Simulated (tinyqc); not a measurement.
# From completion temperature T_f back to activation energy E of K

Model: growth of a silicide layer between metal and silicon: linear-parabolic kinetics, ramp anneals and Kissinger analysis. Computed by tinyqc, a small Python program. Command: `OMP_NUM_THREADS=1 python tinyqc.py 3003701 3003702 out.jsonl silicide inv`. One thread of a shared host (Intel(R) Xeon(R) Processor @ 2.30GHz), about 0.1 s of CPU time with the checks.

One compound layer of thickness x grows by diffusion through itself and reaction at an interface, dx/dt = 1/(2x/K + 1/v), until the metal is used up at x = a h.

Inputs (values chosen for the exercise, modelled on CoSi2):

| quantity | value | unit |
|---|---|---|
| metal thickness h | 73 | nm |
| silicide formed per metal thickness a | 3.52 | - |
| prefactor of the parabolic constant K | 3.8e+13 | nm^2/s |
| prefactor of the interface velocity v | 6e+13 | nm/s |
| activation energy E_v | 2.42 | eV |
| ramp rate beta | 0.5 | C/s |

Constants: k_B = 8.617333262e-05 eV/K.

Method:
- The silicide ends at the thickness a h.
- K = K0 exp(-E/(k_B T)), v = v0 exp(-E_v/(k_B T)).
- Temperatures in kelvin are T(C) + 273.15.
- Ramp from x = 0 at 100 C at the rate beta: dx/dT = (1/beta)/(2x/K + 1/v), integrated adaptively (tolerance 1e-9) until x = a h at T_f.

Problem. A run gave the result below. Find the activation energy E of K, known to lie between 1.8 and 2.4 eV.

completion temperature T_f = 694.8715 C

Solution.

Each step takes the trial c = (a f_b - b f_a)/(f_b - f_a), f being the result less the target and a, b, c the logarithms of the listed values; c replaces end b, the old b replaces a if the sign of f changed, and otherwise f_a is halved.

Scan of the range:

| activation energy E of K (eV) | completion temperature T_f (C) |
|---|---|
| 1.80 | 660.065 |
| 1.89 | 667.979 |
| 1.98 | 685.688 |
| 2.08 | 718.635 |
| 2.18 | 759.980 |
| 2.29 | 808.755 |
| 2.40 | 858.381 |

False position (Illinois rule, in the logarithm of the input) inside the bracket:

| step | end a | end b | trial | completion temperature T_f (C) |
|---|---|---|---|---|
| 1 | 1.98000 | 2.08000 | 2.00738 | 693.456 |
| 2 | 2.08000 | 2.00738 | 2.01139 | 694.684 |
| 3 | 2.08000 | 2.01139 | 2.01244 | 695.008 |
| 4 | 2.01139 | 2.01244 | 2.01200 | 694.871 |
| 5 | 2.01244 | 2.01200 | 2.01200 | 694.871 |

Completion temperature T_f rises at every point of a 13-point scan of the range (every second point is shown), so one value fits; it is bracketed by 1.98 and 2.08. Answer: activation energy E of K = 2.012 eV.
